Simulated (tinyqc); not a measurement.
Exchange-only LDA atom on a uniform radial grid, spin-unpolarised, for B+, step by step. Computed by tinyqc, a small Python program that keeps every step. Settings: Z = 5, points = 128, R = 9.0, functional = Slater exchange alone, mixing = 0.6, iteration cap = 52. Command: `OMP_NUM_THREADS=1 python tinyqc.py 22523 22524 out.jsonl` (the two numbers bound the seeds that draw the settings). One thread of a shared host (Intel(R) Xeon(R) Processor @ 2.60GHz), about 0.09 s of CPU time with the checks. Later iterations appear only in the table of the cycle.

## Iteration 1

Spherical atom on a uniform radial grid r_j = j h with h = R/(N + 1), h sum u^2 = 1 and integrals as h times sums, u(0) = u(R) = 0 (atomic units):
```
parameter,value
Z,5
points N,128
R,9.000000
h,0.069767
mixing,0.600000
electrons in 1s,2
electrons in 2s,2
```

Three-point differences turn -u''/2 + [l(l+1)/2r^2 - Z/r + V] u = e u into a tridiagonal matrix (diagonal 1/h^2 + potential, off-diagonal -1/2h^2). D = sum f u^2; the Hartree potential y/r solves y'' = -D/r with y(0) = 0, y(R) = N_e; v_xc comes from rho = D/(4 pi r^2); E = sum f e - int D V + int D (V_H/2 + eps_xc); V(new) = V + mixing (V_H + v_xc - V).

eigenvalues (hartree): 1s -12.141242, 2s -3.101588

Every 8th grid point:
```
r,V in,u(1s),u(2s),D,V_H,v_xc
0.558140,0.000000,0.785416,-0.415470,1.578987,5.397988,-0.727587
1.116279,0.000000,0.101735,-0.968015,1.894807,3.344908,-0.487073
1.674419,0.000000,0.009883,-0.646929,0.837229,2.360960,-0.283113
2.232558,0.000000,0.000853,-0.309891,0.192066,1.788821,-0.143066
2.790698,0.000000,0.000069,-0.126171,0.031838,1.433069,-0.067727
3.348837,0.000000,0.000005,-0.046614,0.004346,1.194421,-0.030880
3.906977,0.000000,4.06e-07,-0.016141,0.000521,1.023808,-0.013740
4.465116,0.000000,3.00e-08,-0.005336,0.000057,0.895833,-0.006010
5.023256,0.000000,2.19e-09,-0.001704,0.000006,0.796296,-0.002595
5.581395,0.000000,1.57e-10,-0.000529,5.60e-07,0.716667,-0.001110
6.139535,0.000000,1.12e-11,-0.000161,5.18e-08,0.651515,-0.000471
6.697674,0.000000,0,-0.000048,4.62e-09,0.597222,-0.000199
7.255814,0.000000,0,-0.000014,4.00e-10,0.551282,-0.000083
7.813953,0.000000,0,-4.09e-06,3.34e-11,0.511905,-0.000035
8.372093,0.000000,0,-1.11e-06,0,0.477778,-0.000014
8.930233,0.000000,0,-9.07e-08,0,0.447917,0.000000
```

total energy = -22.16013734 hartree

## Iteration 2

As before.

eigenvalues (hartree): 1s -8.310751, 2s -1.407941

Every 8th grid point:
```
r,V in,u(1s),u(2s),D,V_H,v_xc
0.558140,2.802241,0.850723,-0.213722,1.538812,5.028169,-0.721363
1.116279,1.714701,0.147556,-0.826756,1.410598,3.151966,-0.441441
1.674419,1.246709,0.020298,-0.762893,1.164836,2.299725,-0.316058
2.232558,0.987453,0.002551,-0.512031,0.524364,1.774296,-0.199954
2.790698,0.819205,0.000306,-0.296803,0.176184,1.430097,-0.119794
3.348837,0.698125,0.000036,-0.158267,0.050097,1.193860,-0.069758
3.906977,0.606041,4.06e-06,-0.080006,0.012802,1.023706,-0.039944
4.465116,0.533894,4.57e-07,-0.038974,0.003038,0.895815,-0.022623
5.023256,0.476221,5.09e-08,-0.018475,0.000683,0.796293,-0.012715
5.581395,0.429334,5.63e-09,-0.008576,0.000147,0.716666,-0.007106
6.139535,0.390627,6.19e-10,-0.003914,0.000031,0.651515,-0.003953
6.697674,0.358214,6.77e-11,-0.001761,0.000006,0.597222,-0.002190
7.255814,0.330719,0,-0.000780,1.22e-06,0.551282,-0.001207
7.813953,0.307122,0,-0.000336,2.26e-07,0.511905,-0.000655
8.372093,0.286658,0,-0.000128,3.28e-08,0.477778,-0.000329
8.930233,0.268750,0,-0.000012,3.06e-10,0.447917,-0.000066
```

total energy = -22.96610106 hartree

## Iteration 3

As before.

eigenvalues (hartree): 1s -7.142594, 2s -0.895675

Every 8th grid point:
```
r,V in,u(1s),u(2s),D,V_H,v_xc
0.558140,3.704979,0.868862,-0.153760,1.557126,4.872978,-0.724213
1.116279,2.312195,0.164365,-0.738154,1.143773,3.051567,-0.411641
1.674419,1.688884,0.025218,-0.763711,1.167782,2.254110,-0.316324
2.232558,1.339586,0.003576,-0.579708,0.672147,1.758317,-0.217207
2.790698,1.113864,0.000487,-0.383127,0.293572,1.425270,-0.142020
3.348837,0.953711,0.000065,-0.234353,0.109843,1.192526,-0.090625
3.906977,0.832674,0.000008,-0.136571,0.037303,1.023358,-0.057053
4.465116,0.737473,1.10e-06,-0.077026,0.011866,0.895728,-0.035629
5.023256,0.660635,1.41e-07,-0.042437,0.003602,0.796272,-0.022136
5.581395,0.597470,1.80e-08,-0.022969,0.001055,0.716661,-0.013705
6.139535,0.544788,2.29e-09,-0.012256,0.000300,0.651514,-0.008461
6.697674,0.500305,2.90e-10,-0.006453,0.000083,0.597222,-0.005206
7.255814,0.462333,3.66e-11,-0.003337,0.000022,0.551282,-0.003180
7.813953,0.429599,0,-0.001656,0.000005,0.511905,-0.001897
8.372093,0.401133,0,-0.000705,9.95e-07,0.477778,-0.001025
8.930233,0.376210,0,-0.000072,1.03e-08,0.447917,-0.000214
```

total energy = -23.06904618 hartree

## Convergence

Stop when input and output potentials agree to 1e-7.

Course of the cycle (hartree):
```
iteration,E,e(1s),e(2s),largest |V(out) - V(in)|
1,-22.16013734,-12.141242,-3.101588,8.46e+00
2,-22.96610106,-8.310751,-1.407941,2.46e+00
3,-23.06904618,-7.142594,-0.895675,6.56e-01
4,-23.07908234,-6.808261,-0.735932,1.73e-01
5,-23.07991504,-6.716396,-0.684961,4.69e-02
6,-23.07998089,-6.691497,-0.668242,1.29e-02
7,-23.07998624,-6.684726,-0.662585,4.20e-03
8,-23.07998670,-6.682860,-0.660613,1.46e-03
9,-23.07998675,-6.682334,-0.659907,5.24e-04
10,-23.07998676,-6.682181,-0.659649,1.91e-04
11,-23.07998676,-6.682136,-0.659553,7.10e-05
12,-23.07998676,-6.682121,-0.659517,2.66e-05
13,-23.07998676,-6.682117,-0.659503,1.01e-05
14,-23.07998676,-6.682115,-0.659498,3.85e-06
15,-23.07998676,-6.682114,-0.659496,1.47e-06
16,-23.07998676,-6.682114,-0.659495,5.77e-07
17,-23.07998676,-6.682114,-0.659495,2.27e-07
18,-23.07998676,-6.682114,-0.659495,8.93e-08
```

Converged in 18 iterations. A uniform grid resolves the cusp poorly: for a bare nucleus this grid gives 1s at -12.14124 against -Z^2/2 = -12.5 hartree. Before convergence this energy mixes input and output and is not variational, so it may rise towards its limit.
